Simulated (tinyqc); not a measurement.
# Band bending at a free surface with a continuum of surface states, surface photovoltage and Kelvin probe: two studies

n-type bulk, xi = Ec - EF = Vt ln(Nc/Nd), p0 = ni^2/Nd, ni = sqrt(Nc Nv) exp(-Eg/(2 Vt)), Eg in volts. b is the upward band bending, u = b/Vt. Space charge per area, in units of q: Qc = sign(b) sqrt((2 eps0 eps_r Vt/q) [(Nd + dn)(exp(-u) - 1) + Nd u + (p0 + dn)(exp(u) - 1)]), with dn the excess density under light (flat quasi-Fermi levels; 0 in the dark). The states hold -Ds (E0 - xi - b): negative while the Fermi level lies above the neutrality level. Neutrality: Qc + Qf + (charge of the states) = 0.

Parameters, values chosen for the exercise; band and dielectric values close to those of gallium arsenide:
```
symbol    value         unit                                                    meaning
T           300            K                                                temperature
Eg         1.42           eV                                                   band gap
eps_r      12.9                                                   relative permittivity
Nc      4.39e17        cm^-3                     conduction-band density of states at T
Nv      8.87e18        cm^-3                        valence-band density of states at T
chi        4.14           eV                                          electron affinity
Nd       3.5e16        cm^-3                                              donor density
Qf       1.4e10        cm^-2                       fixed positive charge at the surface
pt         5.17           eV                             work function of the probe tip
Ds       2.7e12  cm^-2 eV^-1                                  density of surface states
E0          0.3           eV  depth of their neutrality level below the conduction edge
```

Constants: q = 1.602176634e-19 C, kB = 1.380649e-23 J/K, Vt = kB T/q, eps0 = 8.8541878128e-14 F/cm where lengths are in cm. Results are converted to the units shown.

Each table varies one quantity; the others keep the values above.

## Kelvin-probe contrast of the doping

Work function chi + xi + b; contact potential difference CPD = (work function of the sample) - pt. b solves the neutrality condition in the dark.

Results:

| Nd (cm^-3) | xi (eV) | b (V) | CPD (mV) |
|---|---|---|---|
| 1.1e14 | 0.2144 | 0.07709 | -738.5 |
| 2.5e14 | 0.1931 | 0.09580 | -741.1 |
| 5.8e14 | 0.1714 | 0.1134 | -745.2 |
| 1.3e15 | 0.1505 | 0.1282 | -751.3 |
| 3e15 | 0.1289 | 0.1400 | -761.1 |
| 6.9e15 | 0.1074 | 0.1470 | -775.6 |
| 3.6e16 | 0.06466 | 0.1403 | -825.0 |

Estimate the missing row, Nd = 1.6e16 cm^-3.

Computed row:

| Nd (cm^-3) | xi (eV) | b (V) | CPD (mV) |
|---|---|---|---|
| 1.6e16 | 0.08562 | 0.1475 | -796.9 |

With this row back in the table: xi falls by 150 mV over the table and the CPD by 86.5 mV; b goes from 0.0771 through a maximum of 0.147 (at Nd = 1.6e16 cm^-3 among the rows listed) to 0.140 V. Between the first two rows the CPD follows 11.8 % of the change of xi, and between the last two 134 %. It is below 100 % where b rises with the doping (pinning hides it). It exceeds 100 % where b falls as the doping rises.

## Pinning by the surface states

Same model as above.

Pinning by the surface states:

| Ds (cm^-2 eV^-1) | b (V) | xi + b (eV) | Qc (cm^-2) |
|---|---|---|---|
| 2.4e10 | -0.002628 | 0.06276 | -8.306e9 |
| 1.8e11 | 0.009062 | 0.07445 | 2.660e10 |
| 5.1e11 | 0.03459 | 0.09998 | 8.801e10 |
| 1.4e12 | 0.09309 | 0.1585 | 1.841e11 |
| 3.9e12 | 0.1638 | 0.2291 | 2.624e11 |
| 1.1e13 | 0.2061 | 0.2715 | 2.999e11 |
| 2.9e13 | 0.2233 | 0.2887 | 3.139e11 |
| 8.1e13 | 0.2305 | 0.2959 | 3.196e11 |

b rises from -0.00263 to 0.230 V. The Fermi level moves towards E0 = 0.3 eV and is within 4.12 meV of it in the last row; it is half-way there at the Ds that solves Ds b = Qc(b) + Qf with b = (E0 - xi)/2, 1.94e12 cm^-2 eV^-1.

Numbers from tinyqc (`OMP_NUM_THREADS=1 python tinyqc.py 2430129 2430130 out.jsonl`; about 0.01 s on one thread of a shared Intel Xeon 2.30GHz).
